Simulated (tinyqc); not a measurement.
## MOSFET in saturation, small-signal circuit and noise: effect of the temperature on speed and noise

Bias by the inversion coefficient IC = I/Ispec (charge-based model with velocity saturation; weak inversion below 0.1, strong above 10). Common-source circuit: gm, gds, Cgs, Cgd and Cj at the inner nodes, Rg in series with the gate; quasi-static, no source or drain resistance, no gate-body capacitance, no substrate network, no induced gate noise, so fmax is an upper estimate.

Ispec = 2 n mu Cox (W/L) Vt^2, lc = Ls/L, gms = [sqrt((lc IC + 1)^2 + 4 IC) - 1]/[2 + lc (lc IC + 1)], gm = gms Ispec/(n Vt), gds = sg gm. qs = [sqrt(1 + 4 IC) - 1]/2, Cgs = Cox W L qs (2 qs + 3)/(3 (qs + 1)^2) + Cov W, Cgd = Cov W, Cd = Cj W, Rg = Rsh (Wf/L)/(12 Nf) + Rc/W with Nf = W/Wf fingers (not rounded) contacted at both ends. fT = gm/(2 pi (Cgs + Cgd)), fmax = fT/(2 sqrt(Rg (gds + 2 pi fT Cgd))). Channel noise Sid = 4 kB T gam n gm with gam = (1/2 + (2/3) qs)/(1 + qs) + gw lc IC, qs = [sqrt(1 + 4 IC) - 1]/2, lc = Ls/L (the last term an empirical rise with velocity saturation); at the gate, white noise Sw = Sid/gm^2 + 4 kB T Rg. Number fluctuation with correlated mobility: S(f) = K/f, K = q^2 Vt lt Nt/(W L Cox^2) (1 + ac mu Cox I/gm)^2, Vt in eV with Nt per eV. Corner fc = K/Sw. IC is held fixed, and so are mu, n, Ls and Nt.

Parameters, values chosen for the exercise:
```
symbol  value         unit                                   meaning
L         130           nm                               gate length
W           5           um                          total gate width
Cox      2.01      uF/cm^2                          gate capacitance
mu        150   cm^2/(V s)                                  mobility
n        1.16                                           slope factor
Ls         20           nm                velocity-saturation length
sg      0.025                                           ratio gds/gm
Cov      0.28        fF/um   overlap and fringe capacitance per side
Cj        0.7        fF/um                drain junction capacitance
Rsh        15          ohm              sheet resistance of the gate
Wf          4           um                              finger width
Rc         50       ohm um      gate contact and vertical resistance
IC         16                                  inversion coefficient
gw       0.14               short-channel excess of the noise factor
Nt       4e17  cm^-3 eV^-1                        oxide trap density
lt        0.1           nm          tunnelling length into the oxide
ac       1000        V s/C            Coulomb scattering coefficient
```

Constants: q = 1.602176634e-19 C, kB = 1.380649e-23 J/K, Vt = kB T/q. Results are converted to the units shown.

The same in every row: Rg (ohm) = 40.77.

Results:

| T (K) | I (uA) | fT (GHz) | fmax (GHz) | sqrt(Sw) (nV/Hz^0.5) | fc (MHz) |
|---|---|---|---|---|---|
| 100 | 31.96 | 9.376 | 74.28 | 3.237 | 3.319 |
| 150 | 71.92 | 14.06 | 90.98 | 3.254 | 5.002 |
| 250 | 199.8 | 23.44 | 117.4 | 3.289 | 8.418 |
| 300 | 287.7 | 28.13 | 128.7 | 3.306 | 10.15 |
| 350 | 391.6 | 32.82 | 139.0 | 3.323 | 11.90 |
| 400 | 511.4 | 37.51 | 148.6 | 3.339 | 13.66 |

Estimate the missing row, T = 200 K.

Computed row:

| T (K) | I (uA) | fT (GHz) | fmax (GHz) | sqrt(Sw) (nV/Hz^0.5) | fc (MHz) |
|---|---|---|---|---|---|
| 200 | 127.9 | 18.75 | 105.1 | 3.271 | 6.702 |

With this row back in the table: As T goes from 100 to 400 K, fT rises from 9.38 to 37.5 GHz, fmax rises from 74.3 to 149 GHz, the white noise rises from 3.24 to 3.34 nV/Hz^0.5 and the corner rises from 3.32 to 13.7 MHz. At fixed IC and mobility the current goes as T^2 and gm as T, which is why fT rises; a real mobility would fall with T. For T = 100 to 350 K fmax exceeds 4 fT, where channel resistance and substrate losses, left out here, would cap it. For T = 100 to 150 K band tails and dopant freeze-out, left out here, change n and the noise.

Computed by the program tinyqc: `OMP_NUM_THREADS=1 python tinyqc.py 2150063 2150064 out.jsonl`, one thread of a shared Intel Xeon 2.30GHz, about 0.01 s for the whole run.
